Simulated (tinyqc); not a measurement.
Worked calculation: shallow donor in an anisotropic valley (effective-mass theory). Values are carried at full precision from step to step, so a last printed digit may differ when a step is redone from the rounded ones.

Constants: Ry = 13.60569312 eV; a0 (Bohr radius) = 0.5291772105 angstrom; hbar^2/2m0 = 3.80998211 eV angstrom^2; e^2/(4 pi eps0) = 14.39964547 eV angstrom.

Inputs chosen for the exercise (near those of AlAs; not measured data):
```
symbol  value  unit      meaning
ml      1.108  m0        longitudinal mass
mt      0.185  m0        transverse mass
eps     9.8              dielectric constant
a       18.2   angstrom  trial radius across the axis
b       11.6   angstrom  trial radius along the axis
```

## Hydrogen-like estimates

Ry* = Ry m/eps^2 and a* = a0 eps/m for four choices of one mass: mt, the conductivity mass 3/(1/ml + 2/mt), the density-of-states mass (ml mt^2)^(1/3), and ml.

Estimates:
```
mass               m (m0)  Ry* (meV)  a* (angstrom)
mt                 0.1850      26.21          28.03
conductivity       0.2561      36.28          20.25
density of states  0.3360      47.60          15.44
ml                 1.1080     156.97           4.68
```

## Energy of one trial function

One valley: H = -c [(d2/dx2 + d2/dy2)/mt + (d2/dz2)/ml] - q/(eps r), c = hbar^2/2m0, q = e^2/(4 pi eps0). Trial function exp(-sqrt((x^2 + y^2)/a^2 + z^2/b^2)) with a > b: T = (c/3)(2/(mt a^2) + 1/(ml b^2)), V = -(q/eps) atan(u/b)/u, u = sqrt(a^2 - b^2). The central cell of the impurity is left out.

Evaluate T, V and E. Scaling both radii by f changes T to T/f^2 and V to V/f, so the best factor is f = -2T/V, with energy -V^2/(4T).

T = 49.967 meV
V = -92.171 meV
E = -42.203 meV
best scale factor = 1.0842
energy after scaling = -42.505 meV

The virial ratio -V/T is 1.845; it is 2 at the best scale. Scaling gains 0.302 meV.

## Scan over the shape

For each ratio b/a = 0.2, 0.3, ..., 0.9 the best scale follows from a = -2 T1/V1, with T1 and V1 taken at a = 1 angstrom.

Scan:
```
b/a  a (angstrom)  b (angstrom)  E (meV)
0.2         41.28          8.26  -24.877
0.3         27.14          8.14  -35.926
0.4         22.48          8.99  -41.331
0.5         20.62         10.31  -43.092
0.6         19.86         11.92  -42.876
0.7         19.64         13.75  -41.668
0.8         19.70         15.76  -40.002
0.9         19.92         17.93  -38.158
```

The best listed ratio is 0.5; (mt/ml)^(1/2) = 0.41 and (mt/ml)^(1/3) = 0.55 are common guesses.

## The minimum

Minimise over a and b. The Mott estimate n_c = (0.25/a_m)^3 uses a_m = (a^2 b)^(1/3); 1/angstrom^3 = 1e24/cm^3.

a = 20.29 angstrom
b = 10.80 angstrom
E = -43.179 meV
a_m = 16.44 angstrom
n_c = 3.51 x 1e18/cm^3

b/a = 0.532. The binding energy is 1.648 times Ry*(mt). The central cell of a real donor shrinks the orbit and raises n_c.

## Checks

- Energy from 21 anisotropic Gaussians against the two-parameter function, meV: -43.25 against -43.18.

Computed by tinyqc, a small Python program: `OMP_NUM_THREADS=1 python tinyqc.py 1281535 1281536 out.jsonl` (the numbers bound the seed that draws the inputs); one thread of a shared host (Intel(R) Xeon(R) Processor @ 2.30GHz), about 0.01 s for the whole set of steps.
